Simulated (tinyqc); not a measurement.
From one set of inputs to another, one input at a time: leakage currents through a thin dielectric. Computed by tinyqc, a small Python program. Command: `OMP_NUM_THREADS=1 python tinyqc.py 3001898 3001899 out.jsonl leak ladder`. One thread of a shared host (Intel(R) Xeon(R) Processor @ 2.30GHz), about 0.1 s of CPU time with the checks.

Electrons leave an electrode with Fermi energy E_F above its band bottom; barriers are counted from the Fermi level, and both electrodes are alike.

The inputs printed are set A. Set A is modelled on a low-k dielectric; the values taken over come from a set modelled on SiO2. Inputs not listed in the table keep their values of set A, so the rows need not describe a real material.

Inputs (values chosen for the exercise, modelled on a low-k dielectric):
```
quantity,value,unit
barrier height phi_B,2.66,eV
tunnelling mass m,0.55,m_0
static permittivity k,2.69,-
optical permittivity k_o,1.92,-
trap depth phi_t,1.2,eV
Poole-Frenkel prefactor sigma_0,2.1e-08,S/cm
thickness t,1.7,nm
electrode Fermi energy E_F,4.6,eV
electrode mass m_e,0.3,m_0
voltage V,0.53,V
temperature T,473,K
```

Stack: single layer.

Constants: k_B = 8.617333262e-05 eV/K; m_0 = 9.1093837015e-31 kg; e = 1.602176634e-19 C; hbar = 1.054571817e-34 J s; k_B = 1.380649e-23 J/K; eps_0 = 8.8541878128e-12 F/m; h = 6.62607015e-34 J s.

Method:
- Field F = V/t; equivalent oxide thickness 3.9 t/k.
- WKB: a layer of mass m, field F and barrier b(x) = b_0 - e F x gives the exponent (4 sqrt(2 m)/(3 hbar e F)) [b_0^(3/2) - max(b_0 - e F t, 0)^(3/2)] for b_0 > 0; b_0 = barrier - (E - E_F); the transmission is D(E) = exp(-sum of exponents), without image force.
- Tsu-Esaki: J = (e m_e k_B T/(2 pi^2 hbar^3)) int D(E) ln[(1 + exp((E_F - E)/k_B T))/(1 + exp((E_F - eV - E)/k_B T))] dE over the normal energy E (its change with the mass at an interface is neglected) from max(0, E_F - 3 eV) to E_F + largest barrier, by 100 Gauss-Legendre points in each part, split at E_F - 0.3 eV (if inside the range) and E_F + 8 k_B T.
- The mean energy weights E - E_F by the integrand.
- Schottky emission J = A T^2 exp(-(phi_B - sqrt(e^3 F/(4 pi k_o eps_0)))/k_B T), A = 4 pi e m k_B^2/h^3 with the tunnelling mass; Poole-Frenkel J = sigma_0 F exp(-(phi_t - sqrt(e^3 F/(pi k_o eps_0)))/k_B T); both use the field F of the dielectric.

Each row keeps all changes above it:
```
input moved,from,to,tunnel current density (A/cm^2),equivalent oxide thickness (nm),Schottky current density (A/cm^2)
set A,-,-,0.6016,2.4647,9.5490e-17
static permittivity k,2.69,3.86,0.6016,1.7176,9.5490e-17
tunnelling mass m (m_0),0.55,0.42,9.3761,1.7176,7.2919e-17
voltage V (V),0.53,0.28,4.4842,1.7176,2.8543e-18
thickness t (nm),1.7,1.8,1.4425,1.8187,2.2387e-18
trap depth phi_t (eV),1.2,1.7,1.4425,1.8187,2.2387e-18
optical permittivity k_o,1.92,2.09,1.4425,1.8187,1.5807e-18
barrier height phi_B (eV),2.66,3.33,0.1557,1.8187,1.1483e-25
```

Tunnel current density goes from 0.602 to 0.156, a factor 0.259 in all. The largest single move comes from tunnelling mass m (a factor 15.6), but it runs against the net change; the largest move in the direction of the net change is barrier height phi_B (a factor 0.108). Equivalent oxide thickness goes from 2.46 to 1.82, a factor 0.738 in all. The largest single move comes from static permittivity k (a factor 0.697), and thickness t works against it (a factor 1.06). Schottky current density goes from 9.55e-17 to 1.15e-25, a factor 1.20e-9 in all. The largest single move comes from barrier height phi_B (a factor 7.26e-8). The single moves hold for this order of the switches; the total does not depend on the order.

Extremes, crossings and ranges named in words are read from the listed rows.
